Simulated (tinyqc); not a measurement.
Thin (001) film in sp3s* tight binding with raised dangling bonds: one step. Levels of the small film. The numbers come from values chosen for the exercise (near a published set for Si, fitted to gaps, whose masses and valley positions are rough).

s, pz, s* block (eV):
```
          sa1       za1      *a1       sc2       zc2       *c2       sa3       za3       *a3       sc4       zc4
sa1  -1.64200  -2.50000        0  -4.19500   2.87500         0         0         0         0         0         0
za1  -2.50000   4.22800        0  -2.87500   0.86400  -2.66050         0         0         0         0         0
*a1         0         0  6.73800         0   2.66050         0         0         0         0         0         0
sc2  -4.19500  -2.87500        0  -4.14200         0         0  -4.19500   2.87500         0         0         0
zc2   2.87500   0.86400  2.66050         0   1.72800         0  -2.87500   0.86400  -2.66050         0         0
*c2         0  -2.66050        0         0         0   6.73800         0   2.66050         0         0         0
sa3         0         0        0  -4.19500  -2.87500         0  -4.14200         0         0  -4.19500   2.87500
za3         0         0        0   2.87500   0.86400   2.66050         0   1.72800         0  -2.87500   0.86400
*a3         0         0        0         0  -2.66050         0         0         0   6.73800         0   2.66050
sc4         0         0        0         0         0         0  -4.19500  -2.87500         0  -4.14200         0
zc4         0         0        0         0         0         0   2.87500   0.86400   2.66050         0   1.72800
*c4         0         0        0         0         0         0         0  -2.66050         0         0         0
sa5         0         0        0         0         0         0         0         0         0  -4.19500  -2.87500
za5         0         0        0         0         0         0         0         0         0   2.87500   0.86400
*a5         0         0        0         0         0         0         0         0         0         0  -2.66050

          *c4       sa5      za5       *a5
sa1         0         0        0         0
za1         0         0        0         0
*a1         0         0        0         0
sc2         0         0        0         0
zc2         0         0        0         0
*c2         0         0        0         0
sa3         0         0        0         0
za3  -2.66050         0        0         0
*a3         0         0        0         0
sc4         0  -4.19500  2.87500         0
zc4         0  -2.87500  0.86400  -2.66050
*c4   6.73800         0  2.66050         0
sa5         0  -1.64200  2.50000         0
za5   2.66050   2.50000  4.22800         0
*a5         0         0        0   6.73800
```

u, v block (eV):
```
         ua1       va1       uc2       vc2       ua3       va3       uc4       vc4       ua5      va5
ua1  1.72800         0   3.15300         0         0         0         0         0         0        0
va1        0   6.72800         0  -1.42500         0         0         0         0         0        0
uc2  3.15300         0   1.72800         0  -1.42500         0         0         0         0        0
vc2        0  -1.42500         0   1.72800         0   3.15300         0         0         0        0
ua3        0         0  -1.42500         0   1.72800         0   3.15300         0         0        0
va3        0         0         0   3.15300         0   1.72800         0  -1.42500         0        0
uc4        0         0         0         0   3.15300         0   1.72800         0  -1.42500        0
vc4        0         0         0         0         0  -1.42500         0   1.72800         0  3.15300
ua5        0         0         0         0         0         0  -1.42500         0   6.72800        0
va5        0         0         0         0         0         0         0   3.15300         0  1.72800
```

Problem. Diagonalise both blocks.

Give: levels of the s, pz, s* block; levels of the u, v block.

Solution.

levels of the s, pz, s* block (eV): [-11.774, -9.697, -6.660, -2.959, 1.869, 1.924, 3.158, 3.185, 4.107, 4.475, 6.738, 8.087, 8.753, 10.053, 10.362]

levels of the u, v block (eV): [-2.264, -2.264, -0.872, -0.872, 4.016, 4.016, 5.467, 5.467, 7.294, 7.294]

No level lies between 0 and the bulk edge 1.254 eV; confinement has widened the gap at zero in-plane momentum to 2.741 eV.

Program tinyqc; command `OMP_NUM_THREADS=1 python tinyqc.py 1482480 1482481 out.jsonl`; about 0.4 s on one thread of a shared Intel(R) Xeon(R) Processor @ 2.30GHz.
